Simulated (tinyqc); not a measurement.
Admittance spectroscopy of a deep trap: two steps of the calculation.

Schottky contact on an n-type layer with shallow donors Nd (all ionised) and a donor-like deep trap, neutral when filled and positive when empty; depletion approximation. Traps within lam of the depletion edge stay filled. The traps at xt = W - lam, where the level crosses the Fermi level, follow a slow signal and not a fast one. w = 2 pi f.

Parameters, values chosen for the exercise; material values close to those of germanium:

| symbol | value | unit | meaning |
|---|---|---|---|
| eps_r | 16.1 |  | relative permittivity |
| Nc | 1.03e19 | cm^-3 | conduction-band density of states at 300 K |
| vth | 3.3e7 | cm/s | thermal velocity at 300 K |
| Nd | 1.3e16 | cm^-3 | shallow donor density |
| Vbi | 0.46 | V | built-in voltage |
| Et | 0.17 | eV | depth of the trap below the conduction edge |
| sn | 1.5e-15 | cm^2 | capture cross-section |
| Nt | 1.3e16 | cm^-3 | trap density |
| Vr | 0 | V | reverse bias |
| f | 26000 | Hz | signal frequency |
| T | 143 | K | temperature |

Constants: q = 1.602176634e-19 C, kB = 1.380649e-23 J/K, eps0 = 8.8541878128e-14 F/cm where lengths are in cm. Results are converted to the units shown.

Problem 1. Widths and limiting capacitances. lam = sqrt(2 eps0 eps_r (EF - ET)/(q Nd)), EF - ET = Et - (kB T/q) ln(Nc(T)/Nd), Nc(T) = Nc (T/300 K)^1.5. In the steady state at the band bending V, 2 eps0 eps_r V/q = Nd W^2 + Nt (W - lam)^2 (the second term only if W > lam). V = Vbi + Vr. C_HF = eps0 eps_r/W, C_LF = eps0 eps_r (Nd + Nt)/(Nd W + Nt xt).

Find: lam; W; xt; C_HF; C_LF.

Solution 1.

lam = 117.84 nm
W = 226.29 nm
xt = 108.45 nm
C_HF = 62.997 nF/cm^2
C_LF = 85.173 nF/cm^2

The step is 35.2 % of C_HF.

Problem 2. Admittance at the signal frequency. Emission rate en = sn vth(T) Nc(T) exp(-Et/kB T) = sn g T^2 exp(-Et/kB T), g = vth Nc/(300 K)^2, as vth goes as T^0.5 and Nc as T^1.5 (degeneracy factor 1). Inflection frequency w0 = 2 en [1 + Nt xt/(Nd W)]; C = C_HF + (C_LF - C_HF)/(1 + (w/w0)^2), G/w = (C_LF - C_HF)(w/w0)/(1 + (w/w0)^2).

W = 226.28592 nm
xt = 108.44841 nm
C_HF = 62.996595 nF/cm^2
C_LF = 85.173472 nF/cm^2

Wanted: en; w0/(2 pi); C; G/w.

Solution 2.

en = 1.182e5 1/s
w0/(2 pi) = 5.564e4 Hz
C = 81.20 nF/cm^2
G/w = 8.505 nF/cm^2

The signal is slower than the trap, which mostly follows it.

Program tinyqc, `OMP_NUM_THREADS=1 python tinyqc.py 2050073 2050074 out.jsonl`; Intel Xeon 2.30GHz, shared host, one thread, about 0.01 s.
